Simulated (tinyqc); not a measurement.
Field-effect mobility of a thin-film transistor with band-tail and deep states (multiple trapping): one step, computed by the program tinyqc. Command: `OMP_NUM_THREADS=1 python tinyqc.py 3029458 3029459 out.jsonl tft walk`. One thread of a shared host (Intel(R) Xeon(R) Processor @ 2.30GHz), about 0.06 s of CPU time with the checks.

A thick film in accumulation at small drain voltage. Only free electrons move; trapped ones still screen the gate. N_c and mu_0 are held fixed when T changes, leaving out the T^(3/2) growth of N_c. x = E_0 - psi is the distance of the Fermi level below the band edge.

Problem. Free and trapped densities. F_j(eta) = int_0^infinity x^j/(1 + exp(x - eta)) dx, without a gamma-function factor. Integrals over x = E/(k_B T) use 160 Gauss-Legendre points in u = sqrt(x) from 0 to sqrt(max(eta, 0) + 32). Free n(x) = N_c (2/sqrt(pi)) F_1/2(-x/k_B T), with F_1/2 from its two-term series in exp(-x/k_B T) for x >= 12 k_B T; tail n_t(x) = int_0^1.2eV g_t exp(-E/E_t)/(1 + exp((x - E)/k_B T)) dE, E counted down from the edge, 120 Gauss-Legendre points; deep charge g_d psi; space charge rho(psi) = n + n_t + g_d psi less its value at psi = 0.

Inputs (values chosen for the exercise, modelled on nanocrystalline ZnO): effective density of states N_c = 4.1e+18 1/cm^3; tail density at the edge g_t = 6.3e+19 1/(eV cm^3); tail width E_t = 63 meV; temperature T = 350 K.

Deep states: included.

Constants: k_B = 8.617333262e-05 eV/K.

Give: Local densities at x = 0.4, 0.3, 0.2, 0.15, 0.1, 0.05, 0 and -0.05 eV.

Solution.

Local densities at x = 0.4, 0.3, 0.2, 0.15, 0.1, 0.05, 0 and -0.05 eV:
```
x (eV)  n (1/cm^3)  n_t (1/cm^3)  n/(n + n_t)
0.40     7.129e+12     1.045e+16    6.816e-04
0.30     1.963e+14     5.097e+16    3.837e-03
0.20     5.404e+15     2.453e+17    2.155e-02
0.15     2.830e+16     5.280e+17    5.087e-02
0.10     1.470e+17     1.093e+18    1.186e-01
0.05     7.335e+17     2.051e+18    2.634e-01
0.00     3.137e+18     3.140e+18    4.998e-01
-0.05    9.625e+18     3.749e+18    7.197e-01
```

E_t/k_B T = 2.09: deep in the tail n_t follows exp(-x/E_t), more slowly than n, so the free share grows as the Fermi level rises.
